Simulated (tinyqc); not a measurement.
Gaussian against the exact two-step profile: two-step dopant diffusion (predeposition and drive-in) with a constant diffusivity. Computed by tinyqc, a small Python program. Command: `OMP_NUM_THREADS=1 python tinyqc.py 3030327 3030328 out.jsonl dopdiff walk`. One thread of a shared host (Intel(R) Xeon(R) Processor @ 2.30GHz), about 0.07 s of CPU time with the checks.

Fick diffusion into a half space x > 0 whose background doping C_B is of the opposite type, so that a junction lies where C = C_B.

Inputs (values chosen for the exercise, modelled on antimony in silicon):

| quantity | value | unit |
|---|---|---|
| prefactor D0 | 3.84 | cm^2/s |
| activation energy E | 3.87 | eV |
| surface concentration C_s | 4.8e+18 | 1/cm^3 |
| background doping C_B | 4.9e+15 | 1/cm^3 |
| predeposition temperature T1 | 900 | C |
| predeposition time t1 | 20 | min |
| drive-in temperature T2 | 1025 | C |
| drive-in time t2 | 20 | min |

Furnace ramps of the drive-in: none.

Constants: k_B = 8.617333262e-05 eV/K.

Method:
- D = D0 exp(-E/(k_B T)).
- Temperatures in kelvin are T(C) + 273.15.
- Times in seconds are 60 times the minutes.
- (Dt)2 = D2 t2, t2 in seconds.
- C = C_s erfc(x/(2 sqrt(D1 t1))); dose Q = 2 C_s sqrt(D1 t1/pi); the junction solves erfc(z) = C_B/C_s with x_j = 2 z sqrt(D1 t1).
- With a sealed surface and a thin source, C = Q/sqrt(pi (Dt)2) exp(-x^2/(4 (Dt)2)); x_j = 2 sqrt((Dt)2 ln(C(0)/C_B)); gradient at the junction |dC/dx| = C_B x_j/(2 (Dt)2).
- Exact two-step profile: C = (2 C_s/pi) int_0^alpha exp(-beta (1 + u^2))/(1 + u^2) du with alpha = sqrt(D1 t1/(Dt)2), beta = x^2/(4 (D1 t1 + (Dt)2)).
- The integral takes 48 Gauss-Legendre points; solve C(x) = C_B.
- Gaussian: C = Q/sqrt(pi (Dt)2) exp(-x^2/(4 (Dt)2)).
- Depths are fractions of the Gaussian x_j.

surface concentration C(0) (Gaussian) = 4.83827e+17 1/cm^3

junction depth x_j = 0.0894549 um

drive-in budget (Dt)2 = 4.35612e-12 cm^2

product D1 t1 = 1.09204e-13 cm^2

exact junction depth = 0.0901200 um

Profiles:

| x/x_j | x (um) | Gaussian (1/cm^3) | exact (1/cm^3) | ratio |
|---|---|---|---|---|
| 0.0 | 0.00000 | 4.8383e+17 | 4.7984e+17 | 1.0083 |
| 0.2 | 0.01789 | 4.0263e+17 | 4.0052e+17 | 1.0053 |
| 0.4 | 0.03578 | 2.3204e+17 | 2.3292e+17 | 0.9962 |
| 0.6 | 0.05367 | 9.2613e+16 | 9.4375e+16 | 0.9813 |
| 0.8 | 0.07156 | 2.5598e+16 | 2.6644e+16 | 0.9608 |
| 1.0 | 0.08945 | 4.9000e+15 | 5.2417e+15 | 0.9348 |
| 1.2 | 0.10735 | 6.4956e+14 | 7.1863e+14 | 0.9039 |

With D1 t1/(Dt)2 = 0.025, the Gaussian is 0.83 % high at the surface and 6.5 % low at its own junction; the exact junction lies at 0.09012 um, 0.74 % deeper. The dose is the same, but the real source already has a width, which is negligible here. Caution: C_s exceeds the intrinsic carrier density of silicon at the predeposition temperature (2e18 to 1e19 per cm^3), where real diffusivities rise with concentration and profiles turn box-like.
